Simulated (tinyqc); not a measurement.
Nucleation and growth against temperature: classical nucleation, growth and JMAK kinetics of crystallisation from a melt or glass. Computed by tinyqc, a small Python program. Command: `OMP_NUM_THREADS=1 python tinyqc.py 3000958 3000959 out.jsonl nucl walk`. One thread of a shared host (Intel(R) Xeon(R) Processor @ 2.30GHz), about 0.01 s of CPU time with the checks.

A spherical nucleus cap on a flat wall with a sharp interface of isotropic energy gamma; lambda = Omega^(1/3) is the jump distance.

Inputs (values chosen for the exercise, for a model substance):
```
quantity                        value        unit
melting point T_m                1210           K
heat of melting per volume H      948      J/cm^3
interface energy gamma          0.071       J/m^2
atomic volume Omega              18.7  angstrom^3
diffusion prefactor D0        2.8e-06       m^2/s
activation energy Q              2.21          eV
contact angle theta                55     degrees
wall area per volume S_v       190000         1/m
```

Nucleation: on a flat wall. Driving force: Turnbull (linear).

Constants: k_B = 1.380649e-23 J/K; k_B = 8.617333262e-05 eV/K.

Method:
- Driving force per volume: dG = H (T_m - T)/T_m.
- Shape factor f = (2 + cos theta)(1 - cos theta)^2/4.
- W(r) = f [4 pi r^2 gamma - (4/3) pi r^3 dG]; r* = 2 gamma/dG; W* = f 16 pi gamma^3/(3 dG^2); n* = f (4/3) pi r*^3/Omega.
- D = D0 exp(-Q/(k_B T)); attachment rate k+ = (A*/lambda^2) D/lambda^2 with A* = 2 pi r*^2 (1 - cos theta); Zeldovich factor Z = sqrt(W*/(3 pi k_B T))/n*; sites per volume N = S_v/lambda^2; I = N Z k+ exp(-W*/(k_B T)); lag time = 1/(4 pi Z^2 k+).
- Growth (Wilson-Frenkel): u = (D/lambda) [1 - exp(-dG Omega/(k_B T))].
- JMAK with steady nucleation and growth, nuclei spread at random: extended fraction X_e = (pi/3) I u^3 t^4, X = 1 - exp(-X_e); t_X = [-3 ln(1 - X)/(pi I u^3)]^(1/4); final grains per volume = Gamma(5/4) (3/pi)^(1/4) (I/u)^(3/4), Gamma(5/4) = 0.9064024771.
- Grain size = (grains per volume)^(-1/3). Rows are kept where W*/(k_B T) < 70.

Rates:
```
T (K)  W*/(k_B T)  I (1/(m^3 s))     u (m/s)   t_0.5 (s)  grain size (micrometre)
605        0.3738     2.7696e+19  2.6852e-15  1.0540e+06                 0.003255
666        0.4200     1.2237e+21  1.1556e-13  2.4331e+04                 0.003234
726        0.4868     2.6429e+22  2.4368e-12  1.1470e+03                 0.003214
786        0.5859     3.4111e+23  3.1058e-11  8.9710e+01                 0.003204
847        0.7417     2.9478e+24  2.7300e-10  1.0249e+01                 0.003218
908        0.9997     1.6819e+25  1.6987e-09  1.6833e+00                 0.003288
968        1.4603     5.9179e+25  7.6647e-09  3.9700e-01                 0.003499
1028       2.4312     1.0210e+26  2.6447e-08  1.3682e-01                 0.004161
1077       4.3455     4.5761e+25  5.9003e-08  9.1604e-02                 0.006216
1113       7.9052     2.7661e+24  9.1672e-08  1.3276e-01                 0.013996
```

What follows from these numbers?

Among these rows I peaks at 1028 K, u at 1113 K and the change is fastest at 1077 K, between the two. Growth has no barrier W*, so it peaks nearer T_m than nucleation. The grain size goes as (u/I)^(1/4), from 0.0033 micrometre at the lowest T to 0.014 at the highest. Caution: in the coldest rows the nucleus has under 20 atoms or the barrier is under 10 k_B T, where the capillary model and steady rates are only a guide.

Extremes, crossings and ranges named in words are read from the listed rows.
